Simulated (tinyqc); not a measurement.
Inside a calculation. Method: plane-wave Kohn-Sham cycle with exchange-only LDA in a layered model solid. One step of it, computed by the program tinyqc.

Question. Iteration 1: levels at that k. Diagonalise the Hermitian matrix.

H (hartree), lower triangle:
```
           -2         -1         +0         +1        +2
-2   2.109980
-1  -0.180000   0.248429
+0   0.000000  -0.180000  -0.259266
+1   0.000000   0.000000  -0.180000   0.586893
+2   0.000000   0.000000   0.000000  -0.180000  2.786908
```

Give: eigenvalues.

Answer.

eigenvalues (hartree): -0.3496  0.2805  0.6131  2.1274  2.8016
